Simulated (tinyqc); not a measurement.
# Changing the silicon available t_Si

Model: thermodynamics of metal silicides: hull, first phase, silicon consumed, nucleation and stability against SiO2. Computed by tinyqc, a small Python program. Command: `OMP_NUM_THREADS=1 python tinyqc.py 3007668 3007669 out.jsonl silphase sweep`. One thread of a shared host (Intel(R) Xeon(R) Processor @ 2.30GHz), about 0.01 s of CPU time with the checks.

Entropies of formation of the solids are neglected, so heats stand for free energies. Si fractions: M2Si 0.3333, MSi 0.5000, MSi2 0.6667.

Inputs (values chosen for the exercise, of the order of those of nickel silicides for heats and volumes only):

| quantity | value | unit |
|---|---|---|
| heat of formation of M2Si | -48.3 | kJ/mol atoms |
| heat of formation of MSi | -42.5 | kJ/mol atoms |
| heat of formation of MSi2 | -31.2 | kJ/mol atoms |
| molar volume of M | 6.59 | cm^3/mol |
| molar volume of Si | 12.06 | cm^3/mol |
| metal thickness t | 38 | nm |

Phases: M2Si, MSi, MSi2.

Method. A phase is stable if it lies below every straight line between a phase on its left and one on its right (M and Si at zero). Distance = its heat less the lowest such line, negative for a stable phase. Overall Si fraction x0 = (t_Si/V_Si)/(t_Si/V_Si + t/V_M). In equilibrium the two stable phases that bracket x0 share the atoms by the lever rule.

One run for each value:

| silicon available t_Si (nm) | overall Si fraction x0 | share of atoms in the Si-richer phase |
|---|---|---|
| 11.4 | 0.14084 | 0.42253 |
| 31.4 | 0.31107 | 0.93321 |
| 51.3 | 0.42452 | 0.54713 |
| 71.2 | 0.50589 | 0.03535 |
| 91.2 | 0.56737 | 0.40422 |
| 111.0 | 0.61482 | 0.68890 |
| 131.0 | 0.65323 | 0.91938 |
| 151.0 | 0.68468 | 0.05403 |
| 171.0 | 0.71090 | 0.13269 |

Over the rows, overall Si fraction x0 rises from 0.141 to 0.711 (exponent d ln y / d ln x 0.78 between the first rows and 0.30 between the last); share of atoms in the Si-richer phase lies between 0.0353 and 0.933 without a single trend. The share restarts from zero each time x0 passes the composition of a stable phase.

Extremes, crossings and ranges named in words are read from the listed rows.
